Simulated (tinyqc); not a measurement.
# Worked calculation: thin-film transistor with exponential tail and deep states, accumulation layer

Numbers from tinyqc (`OMP_NUM_THREADS=1 python tinyqc.py 2610065 2610066 out.jsonl`; about 0.02 s on one thread of a shared Intel Xeon 2.30GHz). Printed values are rounded.

An undoped film in accumulation, thicker than the space-charge layer. With band bending psi the Fermi level lies E0 - psi below the band edge. Free electrons n = n0 exp(psi/Vt) carry the current; electrons in two exponential distributions of traps, a = a0 exp(psi/Va) and d = d0 exp(psi/Vp), do not. Linear regime, ohmic contacts, traps in equilibrium.

Inputs (values chosen for the exercise); values close to those of amorphous indium gallium zinc oxide:
```
symbol   value        unit                                        meaning
T          250           K                                    temperature
eps_r       10                 relative permittivity of the semiconductor
Nc        4e18       cm^-3                     density of extended states
mb          15  cm^2/(V s)                                  band mobility
Nt      4.4e18       cm^-3                   total density of tail states
Tt         370           K         characteristic temperature of the tail
Nd      7.3e16       cm^-3                   total density of deep states
Td        2200           K  characteristic temperature of the deep states
E0         0.6          eV           bulk Fermi level below the band edge
Ci          60     nF/cm^2                               gate capacitance
WL           2                                                  ratio W/L
Vd        0.05           V                                  drain voltage
Vg         6.4           V                   gate voltage above flat band
```

Constants: q = 1.602176634e-19 C, kB = 1.380649e-23 J/K, Vt = kB T/q, eps0 = 8.8541878128e-14 F/cm where lengths are in cm. Results are converted to the units shown.

Range of the model: The Fermi level at the surface comes within 2 Vt of the band edge, where the exponential forms for free and trapped electrons fail. The th form assumes a Fermi level far below the band edge; at the surface it overcounts the filled tail by a factor of about 3.2.

## Bulk densities

Va = kB Tt/q, Vp = kB Td/q; n0 = Nc exp(-E0/Vt), a0 = Nt th(T/Tt) exp(-E0/Va), d0 = Nd th(T/Td) exp(-E0/Vp), th(x) = pi x/sin(pi x).

Va = 0.0318841 V
Vp = 0.189581 V
th(T/Tt) = 2.49281
n0 = 3.21065e6 cm^-3
a0 = 7.37103e10 cm^-3
d0 = 3.14849e15 cm^-3

## Iteration 1: surface potential by Newton steps

psi at the start = 0.5 V

Va = kB Tt/q, Vp = kB Td/q. G(psi) = sum over the three kinds of c0 [V (exp(psi/V) - 1) - psi], field F = sqrt(2 q G/(eps0 eps_r)); Vg = psi + eps0 eps_r F/Ci at the surface. f = psi + eps0 eps_r F/Ci - Vg, f' = 1 + q rho/(Ci F) with rho = sum c0 (exp(psi/V) - 1); psi(new) = psi - f/f'.

F = 89.6220 kV/cm
f = -4.57745 V
f' = 17.5628
psi after iteration 1 = 0.760633 V

## Iteration 2: surface potential by Newton steps

As before.

F = 8572.96 kV/cm
f = 120.872 V
f' = 2684.01
psi after iteration 2 = 0.715599 V

The value that enters this step is an overshoot, farther from the solution than the start was, so its intermediate quantities are not physical.

## Course of the iteration: surface potential by Newton steps

Stop when psi changes by less than 1e-10 V, or after 30 iterations. psi must stay between 0 and 5 V.

Course of the iteration:

| iteration | psi (V) | \|change\| (V) |
|---|---|---|
| 1 | 0.760633 | 0.261 |
| 2 | 0.715599 | 0.0450 |
| 3 | 0.671484 | 0.0441 |
| 4 | 0.632760 | 0.0387 |
| 5 | 0.607570 | 0.0252 |
| 6 | 0.599303 | 8.27e-3 |
| 7 | 0.598608 | 6.95e-4 |
| 8 | 0.598604 | 4.44e-6 |
| 9 | 0.598604 | 1.80e-10 |
| 10 | 0.598604 | 0 |

Converged in 10 iterations. At the end the number of correct digits about doubles with each step.

## Free and total charge, current

psi_s = 0.598604 V

Va = kB Tt/q, Vp = kB Td/q. G(psi) = sum over the three kinds of c0 [V (exp(psi/V) - 1) - psi], field F = sqrt(2 q G/(eps0 eps_r)); Vg = psi + eps0 eps_r F/Ci at the surface. Total charge Q = Ci (Vg - psi_s); free charge Qf = q times the integral of n0 (exp(psi/Vt) - 1)/F over psi from 0 to psi_s; I = (W/L) mb Qf Vd; effective mobility mb Qf/Q.

surface densities (cm^-3): free 3.74897e18, tail 1.04984e19, deep 7.40268e16
Q = 348.084 nC/cm^2
Qf = 49.6814 nC/cm^2
effective mobility = 2.14092 cm^2/(V s)
I = 74.5221 nA

14.3 % of the induced charge is free, against 26.2 % of the electrons right at the surface.
